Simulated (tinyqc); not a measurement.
X-ray photoelectron analysis of a thin oxide on a semiconductor: attenuation lengths, thickness, angle series and band offsets: one step, computed by the program tinyqc. Command: `OMP_NUM_THREADS=1 python tinyqc.py 3111460 3111461 out.jsonl xps walk`. One thread of a shared host (Intel(R) Xeon(R) Processor @ 2.30GHz), about 0.01 s of CPU time with the checks.

The same element is seen in the oxide and in the substrate, at nearly the same kinetic energy; films are flat and uniform, and the work function is ignored.

Problem. Peak ratio. R_0 = (rho_o/M_o) L_o/((rho_s/M_s) L_s); peak ratio R = I_ox/I_sub = R_0 [exp(d/(L_o cos theta)) - 1]; hence d = L_o cos theta ln(1 + R/R_0). A carbon layer weakens both peaks alike, by exp(-d_C/(L_o cos theta)) if its L is taken equal to L_o. This R_0 leaves out intrinsic losses from the substrate peak, so calibrated values can be larger.

Inputs (values chosen for the exercise, modelled on SiO2 on silicon): oxide density = 2.18 g/cm^3; oxide formula mass = 60.08 g/mol; substrate density = 2.33 g/cm^3; substrate formula mass = 28.09 g/mol; oxide thickness d = 5.1 nm; emission angle from the normal = 45 degrees; carbon overlayer = 0.3 nm.

L in the oxide = 3.381759 nm

L in the substrate = 2.688092 nm

Give: R_0; d/(L_o cos theta); ratio R; oxide share of the counts; attenuation by carbon; depth 3 L_o cos theta.

Solution.

R_0 = 0.5503

d/(L_o cos theta) = 2.133

ratio R = 4.093

oxide share of the counts = 0.8037

attenuation by carbon = 0.8821

depth 3 L_o cos theta = 7.174 nm
